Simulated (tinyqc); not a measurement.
## Reverse leakage of an n+-p junction: diffusion, generation, trap-assisted and band-to-band tunnelling: leakage components against the reverse bias

One-sided abrupt junction in the depletion approximation, x from the junction (0) to W on the p side, field F = F0 (1 - x/W). Flat quasi-Fermi levels, long p side. Traps generate through SRH with both lifetimes shortened by 1 + Gamma (Hurkx enhancement, form for moderate fields); band-to-band generation is local and needs a total bending above Eg.

ni = sqrt(Nc Nv) exp(-Eg/(2 Vt)), Eg in volts; Vbi = Vt ln(Na Nd/ni^2); W = sqrt(2 eps0 eps_r (Vbi + VR)/(q Na)); F0 = 2 (Vbi + VR)/W; FG = sqrt(24 mt m0 (kB T)^3)/(q hbar); J_diff = q ni^2 sqrt(Dn/tau)(1 - exp(-VR/Vt))/Na. u = (Vbi + VR)(1 - x/W)^2, p = Na exp(-u/Vt), n = Nd exp((u - Vbi - VR)/Vt); G0 = ni^2 (1 - exp(-VR/Vt))/(tau (n + p + 2 ni cosh(Et/Vt))); Gamma = 2 sqrt(3 pi)(F/FG) exp((F/FG)^2); trap-assisted part G0 Gamma; G_bb = Ab F^2.5 exp(-Bb/F) with F in V/cm, zero unless Vbi + VR > Eg. Currents are q times the integrals over 0 to W; J_bb under 1e-8 of J is printed as 0; rows with F0/FG above 2.2, beyond the range of this Gamma, are left out.

Parameters, values chosen for the exercise; band and dielectric values close to those of silicon:
- T = 300 K (temperature)
- Eg = 1.12 eV (band gap)
- eps_r = 11.5 (relative permittivity)
- Nc = 2.8e19 cm^-3 (conduction-band density of states at T)
- Nv = 2.63e19 cm^-3 (valence-band density of states at T)
- Na = 8.2e16 cm^-3 (acceptor density of the lighter side)
- Nd = 1e20 cm^-3 (donor density of the heavier side)
- tau = 5e-6 s (SRH lifetime of both carriers at zero field)
- Et = 0 eV (trap level above the intrinsic level)
- mt = 0.26 m0 (tunnelling mass)
- Dn = 4.9 cm^2/s (electron diffusion coefficient on the lighter side)
- Ab = 5.8e14 cm^-0.5 V^-2.5 s^-1 (band-to-band prefactor)
- Bb = 1.85e7 V/cm (band-to-band field constant)

Constants: q = 1.602176634e-19 C, kB = 1.380649e-23 J/K, hbar = 1.054571817e-34 J s, m0 = 9.1093837015e-31 kg, Vt = kB T/q, eps0 = 8.8541878128e-14 F/cm where lengths are in cm. Results are converted to the units shown.

The same in every row: J_bb (A/cm^2) = 0.

Leakage components against the reverse bias:
```
VR (V)  F0 (kV/cm)  F0/FG  J_diff (A/cm^2)  J_SRH (A/cm^2)  J_TAT (A/cm^2)  J (A/cm^2)              largest part
0.2            176  0.469         2.18e-13        3.53e-10        7.19e-10     1.07e-9  trap-assisted tunnelling
0.5            197  0.524         2.18e-13        7.16e-10         1.68e-9     2.39e-9  trap-assisted tunnelling
0.8            216  0.574         2.18e-13         1.02e-9         2.69e-9     3.72e-9  trap-assisted tunnelling
1.1            233  0.619         2.18e-13         1.29e-9         3.76e-9     5.06e-9  trap-assisted tunnelling
1.4            249  0.662         2.18e-13         1.54e-9         4.90e-9     6.43e-9  trap-assisted tunnelling
1.7            264  0.702         2.18e-13         1.77e-9         6.09e-9     7.86e-9  trap-assisted tunnelling
2              278  0.740         2.18e-13         1.98e-9         7.35e-9     9.33e-9  trap-assisted tunnelling
2.3            292  0.776         2.18e-13         2.17e-9         8.69e-9     1.09e-8  trap-assisted tunnelling
2.6            305  0.811         2.18e-13         2.36e-9         1.01e-8     1.25e-8  trap-assisted tunnelling
```

What does the table show?

J rises from 1.07e-9 to 1.25e-8 A/cm^2. Trap-assisted tunnelling leads at VR = 0.2 and in all other rows. The ratio J_TAT/J_SRH goes from 2.03 to 4.27 as F0/FG goes from 0.469 to 0.811.

Range of the model: The n+ side is degenerate, so Vbi from Boltzmann statistics is only a guide.

Numbers from tinyqc (`OMP_NUM_THREADS=1 python tinyqc.py 2290061 2290062 out.jsonl`; about 0.01 s on one thread of a shared Intel Xeon 2.30GHz).
